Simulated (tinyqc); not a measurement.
Five-level k.p model folded onto the conduction band: sweeps and comparisons. A value that a table varies takes the place of the one given here.

For k along z and one spin sector the level c couples to four states. With c0 = hbar^2/2m0, P = sqrt(Ep c0), P2 = sqrt(Ep2 c0): diagonal Eg + (1 + Cm) c0 k^2 for c, and 0, -Dso, E7 + D2, E7 for lh, so, G8 up, G7 up (their own dispersion is left out); couplings of c: sqrt(2/3) P k to lh, sqrt(1/3) P k to so, sqrt(2/3) P2 k to G8 up, sqrt(1/3) P2 k to G7 up (phases chosen real).

Expanding E = H_cc + S(E) about Eg in powers of k^2, with s_n = sum_j H_cj^2/(Eg - H_jj)^n: order k^2: e2 = (1 + Cm) c0 k^2 + s1; order k^4: e4 = -s2 e2; order k^6: e6 = s3 e2^2 + s2^2 e2.

Second-order sums for the lowest conduction level at E: 1/m = 1 + Cm + (Ep/3)(2/E + 1/(E + Dso)) - (Ep2/3)(2/(E7 + D2 - E) + 1/(E7 - E)); g/2 = 1 + Cg - (Ep/3)(1/E - 1/(E + Dso)) - (Ep2/3)(1/(E7 - E) - 1/(E7 + D2 - E)). E is counted from the top of the valence band; E = Eg at the edge.

Constants: hbar^2/2m0 = 3.80998211 eV angstrom^2.

Parameters, chosen for this exercise (near those of InSb; not measured data):
```
symbol  value  unit  meaning
Eg      0.236  eV    gap at Gamma to the s-like level
Dso     0.794  eV    spin-orbit splitting
Ep      23.3   eV    Kane energy
E7      3.18   eV    upper Gamma7 conduction level, from the valence top
D2      0.36   eV    its spin-orbit splitting, Gamma8 above Gamma7
Ep2     5.5    eV    Kane energy to the upper levels
Cm      -2           remote term in 1/m
Cg      -0.02        remote term in g/2
```

## How far the series holds

Energies from Eg; Pk/Eg measures the coupling.

Levels (eV):
```
k (1/angstrom)  Pk/Eg  to k^2   to k^4  to k^6   exact
0.0038          0.152  0.0039   0.0038  0.0038  0.0038
0.0086          0.343  0.0199   0.0183  0.0186  0.0185
0.0134          0.535  0.0483   0.0388  0.0426  0.0414
0.0182          0.727  0.0891   0.0569  0.0805  0.0696
0.0231          0.922  0.1436   0.0599  0.1585  0.1018
0.0279          1.114  0.2095   0.0313  0.3375  0.1355
0.0327          1.305  0.2877  -0.0484  0.7452  0.1705
0.0376          1.501  0.3804  -0.2072  1.6271  0.2072
```

What can be read from the table?

Within 2 % of the exact level stay: the k^2 term up to Pk/Eg = 0.15, the sum to k^4 up to Pk/Eg = 0.34, the sum to k^6 up to Pk/Eg = 0.34. In the last row the errors are +173, -414 and +1420 meV: higher orders make it worse, since the series in k^2 converges only for Pk below about Eg/2 in the two-level limit E = Eg/2 + sqrt(Eg^2/4 + P^2 k^2).

## Mass and g factor above the band edge

The sums are evaluated at E = Eg + dE, as is done for confined or hot electrons.

Results:
```
dE (meV)    m(E)     g(E)  m(E)/m(Eg)  1 + dE/Eg
0         0.0142  -48.914      1.0000     1.0000
6         0.0145  -47.370      1.0243     1.0254
14        0.0150  -45.432      1.0568     1.0593
28        0.0158  -42.335      1.1134     1.1186
42        0.0166  -39.565      1.1700     1.1780
57        0.0174  -36.906      1.2305     1.2415
85        0.0190  -32.643      1.3433     1.3602
```

What does this show?

Over 85 meV the mass grows by 34.3 %, against 36.0 % for two levels alone, and g moves from -48.914 to -32.643, towards the free value 2.

## Six materials (three-level Kane formulas for mass and g factor)

1/m = 1 + (Ep/3)(2/Eg + 1/(Eg + Dso)), g = 2 - (2 Ep/3)(1/Eg - 1/(Eg + Dso)). The inputs are values chosen for the exercise.

Results:
```
case         Eg (eV)  Dso (eV)  Ep (eV)  m (m0)        g   Eg/Ep
A near InP     1.423     0.108     20.4  0.0667    1.326  0.0698
B near GaSb    0.808     0.769     27.0  0.0345   -8.863  0.0299
C near InSb    0.235     0.818     23.3  0.0134  -49.348  0.0101
D near GaAs    1.498     0.341     26.2  0.0574   -0.162  0.0572
E near ZnSe    2.783     0.399     24.1  0.1076    1.276  0.1155
F near InAs    0.421     0.396     21.8  0.0225  -14.732  0.0193
```

What does this show, and why?

The mass follows the gap: m/(Eg/Ep) lies between 0.93 and 1.33, while m itself spans a factor of 8.0. The order by mass differs from the order by gap. g is negative for B, C, D and F; it needs Ep Dso > 3 Eg (Eg + Dso). Where g is small, two larger terms cancel: 5 % in Ep moves g by (2 - g)/20, and the levels left out move it by tenths. Remote bands, left out here, make real masses heavier, by up to a half in the wider-gap crystals. All rows are for the Gamma valley, which is not the lowest one in GaP and Ge.

## What each parameter does

Mass and g at E = Eg. Each row changes one parameter from the base and keeps the others.

Results:
```
case             m (m0)         g
base            0.01416  -48.9140
Eg = 0.26 eV    0.01554  -43.1839
Dso = 0.873 eV  0.01427  -49.9883
Ep = 20.97 eV   0.01580  -43.8402
E7 = 2.862 eV   0.01420  -48.9466
D2 = 0.324 eV   0.01416  -48.9018
Ep2 = 6.05 eV   0.01419  -48.9276
```

What does this show?

The largest shifts from the base row, up to three for each result and ties (the steps differ in size, so this ranks the rows, not the parameters). m (m0): Ep +0.00164, Eg +0.00138, Dso +0.00011; unchanged at the printed digits by D2. g: Eg +5.7301, Ep +5.0738, Dso -1.0743.

Run: tinyqc, `OMP_NUM_THREADS=1 python tinyqc.py 1050805 1050806 out.jsonl`; Intel(R) Xeon(R) Processor @ 2.30GHz, one thread, shared host; about 0.01 s of CPU time with all checks.
